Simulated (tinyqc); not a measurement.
One rectangular barrier with mass mismatch, transfer matrices: one step of the calculation.

One electron of energy E comes from the left lead (band edge 0); no transverse momentum. Parabolic bands, masses in units of m0, C = hbar^2/(2 m0); psi and psi'/m are continuous at every interface. The right lead equals the left one.

Question. Transmission and reflection. The matrix M carries (psi, psi'/m) across the stack, and v = k/m in each lead. psi = 1 + r at the left edge (incident amplitude 1) and t at the right edge. With det M = 1, a = i vR M11 - M21 and b = -vL vR M12 - i vL M22: t = 2 i vL/(a - b), r = -(a + b)/(a - b), T(E) = (vR/vL) |t|^2, R(E) = |r|^2.

M of layer 1:
```
           1          2
1  14.435812  1.4698193
2  141.10078  14.435812
```

vL = 12.323016 1/nm
vR = 12.323016 1/nm

Wanted: t; r; T(E); R(E).

Answer.

t = 0.06577+0.01518i
r = 0.2243-0.9722i
T(E) = 0.004556
R(E) = 0.9954

T(E) + R(E) = 1: the current is conserved.

Range of the model: Masses are held fixed, although real bands cease to be parabolic a few tenths of an eV from their edges (inside a barrier too).

Numbers from tinyqc (`OMP_NUM_THREADS=1 python tinyqc.py 2560041 2560042 out.jsonl`; about 0.01 s on one thread of a shared Intel Xeon 2.30GHz).
